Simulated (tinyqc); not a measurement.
G0W0 on RHF in the sto-3g basis, for BeH+, spin multiplicity 1, step by step. Computed by tinyqc, a small Python program that keeps every step (integrals from PySCF). Settings: charge = 1, multiplicity = 1, basis = sto-3g, method = RHF, energy threshold = 1e-10, iteration cap = 64, orthogonalisation = canonical, start = atomic densities, DIIS depth = 6. Command: `OMP_NUM_THREADS=1 python tinyqc.py 20020 20021 out.jsonl` (the two numbers bound the seeds that draw the settings). One thread of a shared host (Intel(R) Xeon(R) Processor @ 2.60GHz), about 0.1 s of CPU time with the checks. The early iterations of the SCF are left out here.

## One-electron integrals

Geometry (angstrom):
```
atom       x       y       z
Be    0.0000  0.0000  0.0000
H     0.0000  0.0000  1.6150
```

Basis sto-3g: exponents (1/bohr^2) and contraction coefficients of normalised primitives:
```
element  l (shell)  exponent  coefficient
Be           s (1)   30.1679       0.1543
Be           s (1)    5.4951       0.5353
Be           s (1)    1.4872       0.4446
Be           s (2)    1.3148      -0.1000
Be           s (2)    0.3055       0.3995
Be           s (2)    0.0994       0.7001
Be           p (3)    1.3148       0.1559
Be           p (3)    0.3055       0.6077
Be           p (3)    0.0994       0.3920
H            s (1)    3.4253       0.1543
H            s (1)    0.6239       0.5353
H            s (1)    0.1689       0.4446
```

Overlap, kinetic and nuclear-attraction integrals over the contracted functions; the nuclear repulsion is the sum of Za Zb / Rab.

nuclear repulsion = 1.310656 hartree

overlap S, order 1Be 1s, 1Be 2s, 1Be 2px, 1Be 2py, 1Be 2pz, 2H 1s:
$$\begin{pmatrix}
1.0000 & 0.2595 & 0.0000 & 0.0000 & 0.0000 & 0.0380 \\
0.2595 & 1.0000 & 0.0000 & 0.0000 & 0.0000 & 0.3543 \\
0.0000 & 0.0000 & 1.0000 & 0.0000 & 0.0000 & 0.0000 \\
0.0000 & 0.0000 & 0.0000 & 1.0000 & 0.0000 & 0.0000 \\
0.0000 & 0.0000 & 0.0000 & 0.0000 & 1.0000 & 0.4388 \\
0.0380 & 0.3543 & 0.0000 & 0.0000 & 0.4388 & 1.0000
\end{pmatrix}$$

kinetic energy T (hartree), order 1Be 1s, 1Be 2s, 1Be 2px, 1Be 2py, 1Be 2pz, 2H 1s:
$$\begin{pmatrix}
6.6940 & -0.0330 & 0.0000 & 0.0000 & 0.0000 & -0.0107 \\
-0.0330 & 0.2111 & 0.0000 & 0.0000 & 0.0000 & 0.0337 \\
0.0000 & 0.0000 & 0.6606 & 0.0000 & 0.0000 & 0.0000 \\
0.0000 & 0.0000 & 0.0000 & 0.6606 & 0.0000 & 0.0000 \\
0.0000 & 0.0000 & 0.0000 & 0.0000 & 0.6606 & 0.1130 \\
-0.0107 & 0.0337 & 0.0000 & 0.0000 & 0.1130 & 0.7600
\end{pmatrix}$$

nuclear attraction V (hartree), order 1Be 1s, 1Be 2s, 1Be 2px, 1Be 2py, 1Be 2pz, 2H 1s:
$$\begin{pmatrix}
-14.8888 & -1.9843 & 0.0000 & 0.0000 & -0.0124 & -0.2901 \\
-1.9843 & -2.6313 & 0.0000 & 0.0000 & -0.1172 & -0.8771 \\
0.0000 & 0.0000 & -2.5839 & 0.0000 & 0.0000 & 0.0000 \\
0.0000 & 0.0000 & 0.0000 & -2.5839 & 0.0000 & 0.0000 \\
-0.0124 & -0.1172 & 0.0000 & 0.0000 & -2.6705 & -1.0649 \\
-0.2901 & -0.8771 & 0.0000 & 0.0000 & -1.0649 & -2.5341
\end{pmatrix}$$

core Hamiltonian H = T + V (hartree), order 1Be 1s, 1Be 2s, 1Be 2px, 1Be 2py, 1Be 2pz, 2H 1s:
$$\begin{pmatrix}
-8.1948 & -2.0173 & 0.0000 & 0.0000 & -0.0124 & -0.3008 \\
-2.0173 & -2.4202 & 0.0000 & 0.0000 & -0.1172 & -0.8434 \\
0.0000 & 0.0000 & -1.9233 & 0.0000 & 0.0000 & 0.0000 \\
0.0000 & 0.0000 & 0.0000 & -1.9233 & 0.0000 & 0.0000 \\
-0.0124 & -0.1172 & 0.0000 & 0.0000 & -2.0099 & -0.9519 \\
-0.3008 & -0.8434 & 0.0000 & 0.0000 & -0.9519 & -1.7740
\end{pmatrix}$$

## Two-electron integrals

Functions are numbered as in S; the eight-fold symmetry (ij|kl) = (ji|kl) = (kl|ij) leaves the list below.

Two-electron integrals (ij|kl) in chemists' order, unique and non-zero (hartree):
```
(11|11) 2.2988   (21|11) 0.3920   (21|21) 0.0795   (22|11) 0.5710
(22|21) 0.1430   (22|22) 0.4177   (31|31) 0.0146   (32|31) 0.0219
(32|32) 0.0923   (33|11) 0.5696   (33|21) 0.1431   (33|22) 0.4176
(33|33) 0.4499   (41|41) 0.0146   (42|41) 0.0219   (42|42) 0.0923
(43|43) 0.0242   (44|11) 0.5696   (44|21) 0.1431   (44|22) 0.4176
(44|33) 0.4014   (44|44) 0.4499   (51|51) 0.0146   (52|51) 0.0219
(52|52) 0.0923   (53|53) 0.0242   (54|54) 0.0242   (55|11) 0.5696
(55|21) 0.1431   (55|22) 0.4176   (55|33) 0.4014   (55|44) 0.4014
(55|55) 0.4499   (61|11) 0.0567   (61|21) 0.0115   (61|22) 0.0208
(61|33) 0.0207   (61|44) 0.0207   (61|51) 0.0010   (61|52) 0.0019
(61|55) 0.0211   (61|61) 0.0017   (62|11) 0.1565   (62|21) 0.0399
(62|22) 0.1295   (62|33) 0.1243   (62|44) 0.1243   (62|51) 0.0052
(62|52) 0.0336   (62|55) 0.1396   (62|61) 0.0064   (62|62) 0.0633
(63|31) 0.0034   (63|32) 0.0165   (63|53) 0.0056   (63|63) 0.0053
(64|41) 0.0034   (64|42) 0.0165   (64|54) 0.0056   (64|64) 0.0053
(65|11) 0.1754   (65|21) 0.0452   (65|22) 0.1535   (65|33) 0.1445
(65|44) 0.1445   (65|51) 0.0083   (65|52) 0.0518   (65|55) 0.1715
(65|61) 0.0075   (65|62) 0.0848   (65|65) 0.1165   (66|11) 0.3267
(66|21) 0.0846   (66|22) 0.3091   (66|33) 0.2873   (66|44) 0.2873
(66|51) 0.0120   (66|52) 0.1031   (66|55) 0.3525   (66|61) 0.0138
(66|62) 0.1978   (66|65) 0.2796   (66|66) 0.7746
```

## Orthogonalisation

S = U s U^T; canonical form X = U s^(-1/2), so that X^T S X = 1. Each column of U has its largest component positive (the first on a tie).

eigenvalues of S: [0.4201, 0.7958, 1.0000, 1.0000, 1.1818, 1.6023]

X, order 1Be 1s, 1Be 2s, 1Be 2px, 1Be 2py, 1Be 2pz, 2H 1s:
$$\begin{pmatrix}
0.2723 & 0.7787 & 0.0000 & 0.0000 & 0.5956 & 0.2046 \\
-0.7619 & -0.5781 & 0.0000 & 0.0000 & 0.4475 & 0.3978 \\
0.0000 & 0.0000 & 0.5471 & 0.8371 & 0.0000 & 0.0000 \\
0.0000 & 0.0000 & 0.8371 & -0.5471 & 0.0000 & 0.0000 \\
-0.7927 & 0.5097 & 0.0000 & 0.0000 & -0.4985 & 0.3835 \\
1.0476 & -0.2372 & 0.0000 & 0.0000 & -0.2065 & 0.5263
\end{pmatrix}$$

Within a degenerate level the vectors are fixed only up to a rotation; this is one choice.

## Iteration 8 (converged): orbitals

converged F (hartree), order 1Be 1s, 1Be 2s, 1Be 2px, 1Be 2py, 1Be 2pz, 2H 1s:
$$\begin{pmatrix}
-5.0024 & -1.4056 & 0.0000 & 0.0000 & 0.0172 & -0.2091 \\
-1.4056 & -0.8568 & 0.0000 & 0.0000 & -0.1166 & -0.4459 \\
0.0000 & 0.0000 & -0.1324 & 0.0000 & 0.0000 & 0.0000 \\
0.0000 & 0.0000 & 0.0000 & -0.1324 & 0.0000 & 0.0000 \\
0.0172 & -0.1166 & 0.0000 & 0.0000 & -0.2717 & -0.3785 \\
-0.2091 & -0.4459 & 0.0000 & 0.0000 & -0.3785 & -0.4612
\end{pmatrix}$$

Diagonalise F' = X^T F X, C = X C', fill 2 alpha and 2 beta electrons from the bottom; D = 2 C_occ C_occ^T. Each column has its largest component positive (the first on a tie).

F' = X^T F X (hartree):
$$\begin{pmatrix}
0.1110 & -0.4159 & 0.0000 & 0.0000 & -0.3359 & -0.1299 \\
-0.4159 & -2.0221 & 0.0000 & 0.0000 & -2.0672 & -0.8204 \\
0.0000 & 0.0000 & -0.1324 & 0.0000 & 0.0000 & 0.0000 \\
0.0000 & 0.0000 & 0.0000 & -0.1324 & 0.0000 & 0.0000 \\
-0.3359 & -2.0672 & 0.0000 & 0.0000 & -2.6847 & -1.1122 \\
-0.1299 & -0.8204 & 0.0000 & 0.0000 & -1.1122 & -1.1588
\end{pmatrix}$$

orbital energies (hartree): MO1 -5.0052, MO2 -0.6844, MO3 -0.2570, MO4 -0.1324, MO5 -0.1324, MO6 0.1920

coefficients C, order 1Be 1s, 1Be 2s, 1Be 2px, 1Be 2py, 1Be 2pz, 2H 1s:
$$\begin{pmatrix}
0.9930 & -0.1942 & -0.2005 & 0.0000 & 0.0000 & 0.1152 \\
0.0264 & 0.6129 & 0.7486 & 0.0000 & 0.0000 & -0.5801 \\
0.0000 & 0.0000 & 0.0000 & 0.2228 & 0.9749 & 0.0000 \\
0.0000 & 0.0000 & 0.0000 & 0.9749 & -0.2228 & 0.0000 \\
-0.0019 & 0.2750 & -0.6130 & 0.0000 & 0.0000 & -0.9123 \\
-0.0028 & 0.4954 & -0.3074 & 0.0000 & 0.0000 & 1.0646
\end{pmatrix}$$

D after iteration 8, order 1Be 1s, 1Be 2s, 1Be 2px, 1Be 2py, 1Be 2pz, 2H 1s:
$$\begin{pmatrix}
2.0473 & -0.1856 & 0.0000 & 0.0000 & -0.1106 & -0.1980 \\
-0.1856 & 0.7526 & 0.0000 & 0.0000 & 0.3370 & 0.6071 \\
0.0000 & 0.0000 & 0.0000 & 0.0000 & 0.0000 & 0.0000 \\
0.0000 & 0.0000 & 0.0000 & 0.0000 & 0.0000 & 0.0000 \\
-0.1106 & 0.3370 & 0.0000 & 0.0000 & 0.1513 & 0.2725 \\
-0.1980 & 0.6071 & 0.0000 & 0.0000 & 0.2725 & 0.4908
\end{pmatrix}$$

Within a degenerate level the vectors are fixed only up to a rotation; this is one choice.

## Convergence

Stop when the energy changes by less than 1e-10 hartree and every element of the error matrix X^T (F D S - S D F) X is below 3e-06.

Course of the cycle:
```
iteration  E (hartree)     change  largest element of the error matrix
1           -12.624811          -                             2.19e-01
2           -14.613794  -1.99e+00                             8.91e-02
3           -14.637955  -2.42e-02                             3.09e-02
4           -14.641032  -3.08e-03                             8.29e-03
5           -14.641345  -3.13e-04                             1.12e-03
6           -14.641349  -3.18e-06                             1.10e-05
7           -14.641349  -1.16e-10                             1.44e-06
8           -14.641349  -6.29e-12                             1.45e-07
```

PySCF RHF in the same basis = -14.641349 hartree

Converged in 8 iterations.

## Integrals over molecular orbitals

(pq|rs) = sum C_ip C_jq C_kr C_ls (ij|kl), one index at a time.

one-electron integrals over orbitals h = C^T H C (hartree):
$$\begin{pmatrix}
-8.1852 & 0.1672 & 0.1989 & 0.0000 & 0.0000 & -0.0718 \\
0.1672 & -2.0771 & -0.0326 & 0.0000 & 0.0000 & 0.2130 \\
0.1989 & -0.0326 & -1.9062 & 0.0000 & 0.0000 & -0.0683 \\
0.0000 & 0.0000 & 0.0000 & -1.9233 & 0.0000 & 0.0000 \\
0.0000 & 0.0000 & 0.0000 & 0.0000 & -1.9233 & 0.0000 \\
-0.0718 & 0.2130 & -0.0683 & 0.0000 & 0.0000 & -1.6415
\end{pmatrix}$$

Two-electron integrals over orbitals (pq|rs), unique and non-zero (hartree):
```
(11|11) 2.2756     (21|11) -0.1675    (21|21) 0.0208     (22|11) 0.4626
(22|21) 3.55e-04   (22|22) 0.4882     (31|11) -0.1732    (31|21) 0.0169
(31|22) -0.0156    (31|31) 0.0270     (32|11) 0.0586     (32|21) -0.0056
(32|22) -0.0677    (32|31) 0.0022     (32|32) 0.0484     (33|11) 0.5403
(33|21) -0.0119    (33|22) 0.3220     (33|31) 0.0034     (33|32) 0.0333
(33|33) 0.4476     (41|41) 0.0156     (42|41) 0.0137     (42|42) 0.0440
(43|41) 0.0139     (43|42) 0.0328     (43|43) 0.0503     (44|11) 0.5692
(44|21) -0.0060    (44|22) 0.3560     (44|31) -0.0061    (44|32) 0.0297
(44|33) 0.3917     (44|44) 0.4499     (51|51) 0.0156     (52|51) 0.0137
(52|52) 0.0440     (53|51) 0.0139     (53|52) 0.0328     (53|53) 0.0503
(54|54) 0.0242     (55|11) 0.5692     (55|21) -0.0060    (55|22) 0.3560
(55|31) -0.0061    (55|32) 0.0297     (55|33) 0.3917     (55|44) 0.4014
(55|55) 0.4499     (61|11) 0.0934     (61|21) -0.0151    (61|22) -0.0098
(61|31) -0.0032    (61|32) 0.0075     (61|33) 0.0162     (61|44) 0.0022
(61|55) 0.0022     (61|61) 0.0172     (62|11) -0.1322    (62|21) 0.0019
(62|22) 0.0363     (62|31) 0.0078     (62|32) -0.0513    (62|33) -0.0206
(62|44) -0.0648    (62|55) -0.0648    (62|61) 0.0034     (62|62) 0.1210
(63|11) 0.0633     (63|21) -0.0033    (63|22) -0.0564    (63|31) 0.0053
(63|32) 0.0431     (63|33) 0.0556     (63|44) 0.0273     (63|55) 0.0273
(63|61) 0.0071     (63|62) -0.0550    (63|63) 0.0597     (64|41) -0.0082
(64|42) -0.0278    (64|43) -0.0110    (64|64) 0.0241     (65|51) -0.0082
(65|52) -0.0278    (65|53) -0.0110    (65|65) 0.0241     (66|11) 0.4941
(66|21) -0.0012    (66|22) 0.4917     (66|31) -0.0142    (66|32) -0.0700
(66|33) 0.3493     (66|44) 0.3595     (66|55) 0.3595     (66|61) -0.0073
(66|62) 0.0664     (66|63) -0.0596    (66|66) 0.5314
```

## Screening: direct RPA

With D = e_a - e_i and K = (ia|jb): diagonalise D^(1/2) (D + 4K) D^(1/2) = Z w^2 Z^T; X + Y = D^(1/2) Z w^(-1/2), each column of Z with its largest component positive (the first on a tie); E_c = (sum w - tr (D + 2K)) / 2.

D^(1/2) (D + 4K) D^(1/2) (hartree^2), order 1>3, 1>4, 1>5, 1>6, 2>3, 2>4, 2>5, 2>6:
$$\begin{pmatrix}
23.0595 & 0.0000 & 0.0000 & -0.0638 & 0.0125 & 0.0000 & 0.0000 & 0.0639 \\
0.0000 & 24.0486 & 0.0000 & 0.0000 & 0.0000 & 0.0900 & 0.0000 & 0.0000 \\
0.0000 & 0.0000 & 24.0486 & 0.0000 & 0.0000 & 0.0000 & 0.0900 & 0.0000 \\
-0.0638 & 0.0000 & 0.0000 & 27.3683 & 0.0449 & 0.0000 & 0.0000 & 0.0289 \\
0.0125 & 0.0000 & 0.0000 & 0.0449 & 0.2655 & 0.0000 & 0.0000 & -0.1256 \\
0.0000 & 0.0900 & 0.0000 & 0.0000 & 0.0000 & 0.4020 & 0.0000 & 0.0000 \\
0.0000 & 0.0000 & 0.0900 & 0.0000 & 0.0000 & 0.0000 & 0.4020 & 0.0000 \\
0.0639 & 0.0000 & 0.0000 & 0.0289 & -0.1256 & 0.0000 & 0.0000 & 1.1924
\end{pmatrix}$$

excitation energies w (hartree): [0.4987, 0.6338, 0.6338, 1.0995, 4.8020, 4.9040, 4.9040, 5.2316]

X + Y, order 1>3, 1>4, 1>5, 1>6, 2>3, 2>4, 2>5, 2>6:
$$\begin{pmatrix}
-0.0028 & 0.0000 & 0.0000 & -0.0059 & 0.9943 & 0.0000 & 0.0000 & -0.0141 \\
0.0000 & 0.0012 & -0.0105 & 0.0000 & 0.0000 & 0.1792 & 0.9806 & 0.0000 \\
0.0000 & -0.0105 & -0.0012 & 0.0000 & 0.0000 & 0.9806 & -0.1792 & 0.0000 \\
-0.0058 & 0.0000 & 0.0000 & -0.0019 & 0.0154 & 0.0000 & 0.0000 & 0.9966 \\
0.9178 & 0.0000 & 0.0000 & -0.0823 & 0.0002 & 0.0000 & 0.0000 & 0.0005 \\
0.0000 & -0.1029 & 0.9276 & 0.0000 & 0.0000 & 0.0002 & 0.0013 & 0.0000 \\
0.0000 & 0.9276 & 0.1029 & 0.0000 & 0.0000 & 0.0013 & -0.0002 & 0.0000 \\
0.1750 & 0.0000 & 0.0000 & 0.8850 & 0.0013 & 0.0000 & 0.0000 & 0.0004
\end{pmatrix}$$

RPA correlation energy = -0.028893 hartree

Within a degenerate level the vectors are fixed only up to a rotation; this is one choice.

## G0W0 on Hartree-Fock: HOMO

W(p,q,m) = sqrt2 sum_ia (pq|ia) (X+Y)_ia,m; Sigma_c(x) = sum_(i,m) W^2/(x - e_i + w_m) + sum_(a,m) W^2/(x - e_a - w_m); solve x = e_p + Sigma_c(x) by Newton steps; Z = 1/(1 - dSigma/dx); 1 hartree = 27.211386 eV.

The 12 largest terms at x = e_p (hartree; W for the signs of X + Y given):
```
q  m        W       term
6  4   0.1573    -0.0125
2  1  -0.0787     0.0124
3  4  -0.0699    -0.0032
4  3   0.0576    -0.0028
5  2   0.0576    -0.0028
3  1   0.0500    -0.0027
2  4   0.0535     0.0026
6  1  -0.0367    -0.0010
2  5  -0.0221   1.02e-04
4  7   0.0191  -6.68e-05
5  6   0.0191  -6.68e-05
1  5   0.0235   6.04e-05
```

Newton steps (hartree):
```
step        x  Sigma_c(x)       Z
0     -0.6844     -0.0100  0.9577
1     -0.6940     -0.0095  0.9569
2     -0.6940     -0.0095  0.9569
```

quasiparticle energy of the HOMO = -18.8842 eV

Hartree-Fock value = -18.6248 eV

## G0W0 on Hartree-Fock: LUMO

As before.

The 12 largest terms at x = e_p (hartree; W for the signs of X + Y given):
```
q  m        W       term
6  4  -0.0739    -0.0035
2  4  -0.0699     0.0032
3  1   0.0380    -0.0029
2  1   0.0500     0.0027
4  3   0.0429    -0.0024
5  2   0.0429    -0.0024
6  1   0.0422    -0.0019
3  4  -0.0298    -0.0008
1  5   0.0380   1.51e-04
3  8   0.0228  -9.97e-05
4  7   0.0193  -7.44e-05
5  6   0.0193  -7.44e-05
```

Newton steps (hartree):
```
step        x  Sigma_c(x)       Z
0     -0.2570     -0.0082  0.9781
1     -0.2650     -0.0080  0.9784
2     -0.2650     -0.0080  0.9784
```

quasiparticle energy of the LUMO = -7.2105 eV

Hartree-Fock value = -6.9920 eV
